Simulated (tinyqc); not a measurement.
Changing the junction voltage V: current of a Schottky diode by thermionic-emission-diffusion theory, and its read-back from I-V-T and C-V data. Computed by tinyqc, a small Python program. Command: `OMP_NUM_THREADS=1 python tinyqc.py 3019988 3019989 out.jsonl schottky sweep`. One thread of a shared host (Intel(R) Xeon(R) Processor @ 2.30GHz), about 0.01 s of CPU time with the checks.

Full ionisation, no tunnelling, no recombination current. V is the voltage across the junction itself, forward positive.

Inputs (values chosen for the exercise, modelled on n-type amorphous oxide): Richardson constant A* = 41.5 A/(cm^2 K^2); effective density of states at 300 K, N_c = 5e+18 1/cm^3; permittivity eps = 10; mobility mu = 10 cm^2/(V s); barrier without image force phi_0 (mean) = 0.906 eV; doping N = 8.9e+16 1/cm^3; series resistance R_s = 1.2 milliohm cm^2; temperature T = 300 K; standard deviation sigma = 69 meV; relative change of sigma^2 with bias, rho = 0.31 1/V.

Barrier: Gaussian spread of heights.

Constants: k_B = 8.617333262e-05 eV/K; e = 1.602176634e-19 C; eps_0 = 8.8541878128e-12 F/m.

Method:
- N_c(T) = N_c (T/300 K)^(3/2); V_bi = phi_0 - (k_B T/e) ln(N_c(T)/N); surface field F = sqrt(2 e N (V_bi - V - k_B T/e)/(eps eps_0)); image lowering d_phi = sqrt(e F/(4 pi eps eps_0)); effective barrier phi = phi_0 - d_phi - sigma^2 (1 - rho V)/(2 k_B T).
- Collection velocity v_R = A* T^2/(e N_c(T)); diffusion velocity v_D = mu F; J = e N_c(T) v_R/(1 + v_R/v_D) exp(-phi/k_B T) [exp(e V/k_B T) - 1].
- Terminal voltage V + J R_s.
- Ideality n = (e/k_B T)/(d ln J/dV) by a central difference of +/- 1 mV; J_0 = J exp(-e V/(n k_B T)); apparent barrier phi_IV = k_B T ln(A* T^2/J_0); a C-V plot gives phi_CV = phi_0, the mean without lowering.

One run for each value:
```
junction voltage V (V)  current density J (A/cm^2)  ideality factor n  image lowering (meV)  terminal voltage (V)
0.15                                    2.9754e-05             1.0632                45.218                0.1500
0.23                                    5.3941e-04             1.0716                43.699                0.2300
0.31                                    9.5946e-03             1.0788                42.002                0.3100
0.40                                    2.3804e-01             1.0903                39.808                0.4003
0.48                                    3.9893e+00             1.1066                37.497                0.4848
0.56                                    6.3306e+01             1.1356                34.657                0.6360
0.64                                    9.0534e+02             1.2027                30.871                1.7264
```

Over the rows, current density J (A/cm^2) rises from 2.98e-5 to 905 (exponent d ln y / d ln x 6.8 between the first rows and 20 between the last); ideality factor n rises from 1.06 to 1.20 (exponent d ln y / d ln x 0.019 between the first rows and 0.43 between the last); image lowering (meV) falls from 45.2 to 30.9 (exponent d ln y / d ln x -0.080 between the first rows and -0.87 between the last).  Left out: 0.720 (the bias is too near flat band).

Caution (rows 0.640): the series resistance drops more than 1 V, so self-heating would matter at this junction voltage.
